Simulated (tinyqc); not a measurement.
Thermal boundary conductance by the acoustic and diffuse mismatch models: one step, computed by the program tinyqc. Command: `OMP_NUM_THREADS=1 python tinyqc.py 3028185 3028186 out.jsonl kapitza walk`. One thread of a shared host (Intel(R) Xeon(R) Processor @ 2.30GHz), about 0.01 s of CPU time with the checks.

Each side has one longitudinal and two transverse Debye branches, omega = v q up to q_D = (6 pi^2 n)^(1/3), with n counting all atoms. Scattering at the interface is elastic. Electrons are left out of G, also for metals. Melting is ignored. G refers to the temperatures of the phonons sent towards the interface. Linear branches over all atoms overstate G at high T, most for crystals with several atoms a cell.

Problem. Boundary conductance. G = (k_B^4 T^3/(8 pi^2 hbar^3)) int W(x) x^4 e^x/(e^x - 1)^2 dx, x = hbar omega/(k_B T). Acoustic mismatch: W = sum over the three branches of alpha(1 to 2)/v_1^2, each up to the lower of its two cut-offs. Diffuse mismatch: W = S_1 S_2/(S_1 + S_2), where S_i sums 1/v^2 over the branches of side i still below their cut-off. Radiation limit: W = min(S_1, S_2). The integral is split at the four cut-offs (64 Gauss-Legendre points a piece, x at most 45). Boundary resistance R = 1/G and Kapitza length kappa_2/G use the diffuse value.

Inputs (values chosen for the exercise, modelled on aluminium (side 1) and gallium nitride (side 2)): conductivity kappa_2 = 198 W/(m K); temperature T = 50 K.

Structure: superlattice.

Branches:
```
branch     v (m/s)  cut-off (K)  Z (1e6 kg/(m^2 s))
L, side 1     6230      732.925             17.2571
T, side 1     2960      348.228              8.1992
L, side 2     7830     1038.458             49.1724
T, side 2     4130      547.744             25.9364
```

Transmission:
```
branch  t at normal incidence  largest angle from side 1 (deg)  alpha, 1 to 2  alpha, 2 to 1
L                   0.7691787                         52.71742      0.4203005      0.6639072
T                   0.7300054                         45.78327      0.4236638      0.8247799
```

Constants: k_B = 1.380649e-23 J/K; hbar = 1.054571817e-34 J s.

Give: G, acoustic mismatch; G, diffuse mismatch; G, radiation limit; boundary resistance R; Kapitza length in side 2.

Solution.

G, acoustic mismatch = 116.9 MW/(m^2 K)

G, diffuse mismatch = 97.61 MW/(m^2 K)

G, radiation limit = 147.6 MW/(m^2 K)

boundary resistance R = 10.24 m^2 K/GW

Kapitza length in side 2 = 2028 nm

The diffuse value is 0.83 times the acoustic one and 66 % of the radiation limit. Diffuse scattering lowers G here: it sends back a share of the phonons that specular transmission lets pass. Caution: kappa_2 is of room-temperature size, so the Kapitza length is only nominal at this T.
